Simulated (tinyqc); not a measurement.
Starting guesses with plain Roothaan steps: SCF starting guesses in the sto-6g basis, for H4, spin multiplicity 3. Computed by the program tinyqc with PySCF. 

Geometry (angstrom):

| atom | x | y | z |
|---|---|---|---|
| H | 0.0000 | 0.0000 | 0.0000 |
| H | 0.0000 | 0.0000 | 0.7950 |
| H | 0.0000 | 1.7160 | 0.0000 |
| H | 0.0000 | 1.7160 | 0.7950 |

lowest solution found by these runs and by PySCF with stability checks = -1.727579 hartree

UHF with one setting changed at a time; a run stops when the energy changes by less than 1e-09 hartree and the error matrix is below 1e-5. Starts: the lowest orbitals of the core Hamiltonian, of the Wolfsberg-Helmholz matrix (K = 1.75), projected atomic densities, random orbitals, and the highest orbitals of the core Hamiltonian (a deliberately bad start).

Largest element of the error matrix X^T (FDS - SDF) X:

| iteration | core | Wolfsberg-Helmholz | atomic densities | random | highest core orbitals |
|---|---|---|---|---|---|
| 1 | 1.1e-15 | 6.0e-16 | 3.4e-16 | 1.8e-01 | 1.4e-15 |
| 2 | 1.0e-15 | 6.6e-16 | 1.1e-15 | 1.1e-01 | 2.1e-15 |
| 3 | - | - | 7.1e-16 | 3.3e-02 | 9.9e-16 |
| 4 | - | - | - | 1.5e-02 | - |
| 5 | - | - | - | 8.0e-03 | - |
| 6 | - | - | - | 4.7e-03 | - |
| 8 | - | - | - | 2.2e-03 | - |
| 10 | - | - | - | 1.0e-03 | - |
| 14 | - | - | - | 2.3e-04 | - |
| 20 | - | - | - | 2.5e-05 | - |

How each run ends:

| run | iterations | E (hartree) | state |
|---|---|---|---|
| core | 2 | -1.67373 | higher |
| Wolfsberg-Helmholz | 2 | -1.67373 | higher |
| atomic densities | 3 | -1.67373 | higher |
| random | 23 | -1.72758 | lowest found |
| highest core orbitals | 3 | -1.67373 | higher |

1 of 5 runs reach the lowest solution found, in 23 to 23 iterations (fastest: random). Ending on a higher stationary point: core, Wolfsberg-Helmholz, atomic densities, highest core orbitals; a small error matrix cannot reveal that, and an occupation fixed by the start is kept by symmetry or by the shape of the basin. The first errors are 1e-15, 6e-16, 3e-16, 2e-01, 1e-15.
